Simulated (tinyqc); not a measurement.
Mass and g factor above the band edge: five-level k.p model folded onto the conduction band.

Second-order sums for the lowest conduction level at E: 1/m = 1 + Cm + (Ep/3)(2/E + 1/(E + Dso)) - (Ep2/3)(2/(E7 + D2 - E) + 1/(E7 - E)); g/2 = 1 + Cg - (Ep/3)(1/E - 1/(E + Dso)) - (Ep2/3)(1/(E7 - E) - 1/(E7 + D2 - E)). E is counted from the top of the valence band; E = Eg at the edge.

Parameters, chosen for this exercise (near those of InAs; not measured data):
- Eg = 0.408 eV (gap at Gamma to the s-like level)
- Dso = 0.395 eV (spin-orbit splitting)
- Ep = 21 eV (Kane energy)
- E7 = 4.52 eV (upper Gamma7 conduction level, from the valence top)
- D2 = 0.16 eV (its spin-orbit splitting, Gamma8 above Gamma7)
- Ep2 = 4.7 eV (Kane energy to the upper levels)
- Cm = 0 (remote term in 1/m)
- Cg = -0.02 (remote term in g/2)

The sums are evaluated at E = Eg + dE, as is done for confined or hot electrons.

Results:
```
dE (meV),m(E),g(E),m(E)/m(Eg),1 + dE/Eg
0,0.0233,-14.948,1.0000,1.0000
10,0.0238,-14.341,1.0222,1.0245
24,0.0245,-13.548,1.0531,1.0588
49,0.0258,-12.272,1.1083,1.1201
73,0.0271,-11.194,1.1611,1.1789
98,0.0283,-10.200,1.2159,1.2402
147,0.0308,-8.559,1.3230,1.3603
```

What does the comparison show?

Over 147 meV the mass grows by 32.3 %, against 36.0 % for two levels alone, and g moves from -14.948 to -8.559, towards the free value 2.

tinyqc: `OMP_NUM_THREADS=1 python tinyqc.py 1080138 1080139 out.jsonl`; about 0.01 s, one thread, shared Intel(R) Xeon(R) Processor @ 2.30GHz.
